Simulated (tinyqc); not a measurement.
Worked calculation: interface roughness in a thin film (subband fluctuation and scattering). Values are carried at full precision from step to step, so a last printed digit may differ when a step is redone from the rounded ones.

Square well of width t, barriers V0, c = hbar^2/2m0: E1 solves k t + 2 atan[(k/mz)/(kappa/mb)] = pi, k = sqrt(mz E/c), kappa = sqrt(mb (V0 - E)/c). One interface is rough, so the subband edge fluctuates by G dt with G = |dE1/dt| (central difference of 0.01 angstrom; 2 E1/t for hard walls).

Constants: hbar^2/2m0 = 3.80998211 eV angstrom^2; e^2/(4 pi eps0) = 14.39964547 eV angstrom; hbar = 6.58211957e-16 eV s.

Parameters, chosen for this exercise (near those of a thin Si channel on (100), two-fold valleys; not measured data):
- t = 22 angstrom (film thickness)
- mz = 0.918 m0 (confinement mass)
- V0 = 3.25 eV (barrier)
- mb = 0.47 m0 (barrier mass)
- D = 1.7 angstrom (rms height of the roughness)
- md = 0.189 m0 (mass in the plane)
- gv = 2 (valleys)
- Lc = 58 angstrom (correlation length)
- Ns = 7.6 x 1e12/cm^2 (sheet density)
- eps = 7.9 (mean dielectric constant at the channel)
- Lg = 200 angstrom (gate length)
- Wg = 250 angstrom (gate width)

## Sensitivity of the level to thickness

Give E1, G, the hard-wall values and the rms fluctuation G D.

E1 = 73.36 meV
G = |dE1/dt| = 6.2030 meV/angstrom

hard walls: E1 (meV) and G (meV/angstrom): [84.632, 7.694]

G D = 10.55 meV

Hard walls overstate G by a factor 1.24, and the scattering rate, which goes as G^2, by 1.54.

## The angular integrand

Gaussian roughness spectrum S(q) = pi D^2 Lc^2 exp(-q^2 Lc^2/4). Degenerate gas, taken to fill one subband (the second starts to fill once c kF^2/md exceeds E2 - E1, which is not tested here): kF = sqrt(2 pi Ns/gv), q = 2 kF sin(theta/2), 1/tau = (md/(2 pi c hbar)) G^2 times the integral from 0 to pi of S(q)(1 - cos theta)/eps(q)^2 dtheta, eps(q) = 1 + qs/q with screening (qs = gv md q0/(c eps), q0 = e^2/(4 pi eps0), form factors left out, which overstates the screening; other scattering is left out too, so these values lie far above measured mobilities in all but the thinnest films) or 1 without; mobility = tau c2/md with c2 = e/m0 = 1.75882e15 cm^2/(V s^2); 1e12/cm^2 = 1e-4/angstrom^2.

kF, qs, and exp(-q^2 Lc^2/4)(1 - cos theta) without and with the factor 1/eps^2 at theta = 30, 60, ..., 180 degrees.

kF = 0.04886 1/angstrom
qs = 0.1808 1/angstrom

Integrand:
```
theta  q (1/angstrom)      bare  eps(q)  screened
30             0.0253    0.0782    8.15   0.00118
60             0.0489    0.0671    4.70   0.00304
90             0.0691    0.0180    3.62   0.00138
120            0.0846   0.00363    3.14  0.000369
150            0.0944   0.00104    2.92  0.000122
180            0.0977  0.000650    2.85  8.00e-05
```

kF Lc = 2.83: the spectrum cuts off large angles, and the bare integrand is largest at 30 degrees among these rows.

## Scattering time and mobility

Integrate over theta.

Results:
```
case      integral   tau (fs)  mobility (cm^2/(V s))
bare       0.08816      804.6                   7488
screened  0.003202  2.215e+04              2.061e+05
```

Screening raises the mobility by a factor 27.5. With it kF l = 3.24e+03, so by this rate the carriers are far from localisation. Phonons, and the gate field that presses carriers to the wall, limit real channels far below this value.

## Threshold variation

Averaged over an area A = Lg Wg much larger than Lc^2, the thickness varies by D sqrt(pi Lc^2/A), so sigma(Vt) = G D Lc sqrt(pi/A)/e; the Pelgrom coefficient is sigma sqrt(A) (1 micrometre = 1e4 angstrom).

rms of the mean thickness = 0.782 angstrom
sigma(Vt) = 4.848 mV
coefficient = 0.108 mV micrometre

The electrostatic effect of the thickness is left out. Lc is not small against the gate, so the averaging formula overstates the variation.

## Checks

- G from the envelope at the wall, psi(t/2)^2 (E1 + c mz (kappa/mb)^2), against the difference quotient, meV/angstrom: both 6.203.
- Bare integral for Lc -> 0 against pi: both 3.1416.

tinyqc: `OMP_NUM_THREADS=1 python tinyqc.py 1280861 1280862 out.jsonl`; about 0.01 s, one thread, shared Intel(R) Xeon(R) Processor @ 2.30GHz.
